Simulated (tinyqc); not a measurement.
Classical nucleation, growth and JMAK kinetics of crystallisation from a melt or glass: one step, computed by the program tinyqc. Command: `OMP_NUM_THREADS=1 python tinyqc.py 3030522 3030523 out.jsonl nucl walk`. One thread of a shared host (Intel(R) Xeon(R) Processor @ 2.30GHz), about 0.01 s of CPU time with the checks.

A spherical nucleus cap on a flat wall with a sharp interface of isotropic energy gamma; lambda = Omega^(1/3) is the jump distance.

Question. Steady nucleation rate. Driving force per volume: dG = H (T_m - T)/T_m. Shape factor f = (2 + cos theta)(1 - cos theta)^2/4. W(r) = f [4 pi r^2 gamma - (4/3) pi r^3 dG]; r* = 2 gamma/dG; W* = f 16 pi gamma^3/(3 dG^2); n* = f (4/3) pi r*^3/Omega. D = D0 exp(-Q/(k_B T)); attachment rate k+ = (A*/lambda^2) D/lambda^2 with A* = 2 pi r*^2 (1 - cos theta); Zeldovich factor Z = sqrt(W*/(3 pi k_B T))/n*; sites per volume N = S_v/lambda^2; I = N Z k+ exp(-W*/(k_B T)); lag time = 1/(4 pi Z^2 k+).

Inputs (values chosen for the exercise, for a model substance):

| quantity | value | unit |
|---|---|---|
| melting point T_m | 1580 | K |
| heat of melting per volume H | 1570 | J/cm^3 |
| interface energy gamma | 0.176 | J/m^2 |
| atomic volume Omega | 13.4 | angstrom^3 |
| temperature T | 1170 | K |
| diffusion prefactor D0 | 7.2e-06 | m^2/s |
| activation energy Q | 2.09 | eV |
| contact angle theta | 70 | degrees |
| wall area per volume S_v | 8e+06 | 1/m |

Nucleation: on a flat wall. Driving force: Turnbull (linear).

Constants: k_B = 8.617333262e-05 eV/K; k_B = 1.380649e-23 J/K.

Give: diffusivity D; attachment rate k+; Zeldovich factor Z; sites N; nucleation rate I; lag time.

Answer.

diffusivity D = 7.1557e-15 m^2/s

attachment rate k+ = 6.9386e+06 1/s

Zeldovich factor Z = 0.018730

sites N = 1.4180e+26 1/m^3

nucleation rate I = 3.2723e+27 1/(m^3 s)

lag time = 3.2692e-05 s
